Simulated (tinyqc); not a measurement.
# Length offset and series resistance from crossing lines

Question. R_total = Rs + k (L - dL)/Vo with constant Rs, dL and k. Find k, dL and Rs.

R_total at (L, Vo) = (45, 0.43), (135, 0.43), (45, 0.92) and (135, 0.92), L in nm and Vo in V (ohm um): [427.58140, 1139.2093, 263.76087, 596.36957]

Solution. At each overdrive R is a straight line in L with slope k/Vo; the two lines cross at L = dL, R = Rs.

k = 3.40 ohm um V/nm
dL = 6.10 nm
Rs = 120 ohm um

tinyqc, about 0.03 s, one thread, Intel Xeon 2.30GHz (shared host): `OMP_NUM_THREADS=1 python tinyqc.py 2282051 2282052 out.jsonl`
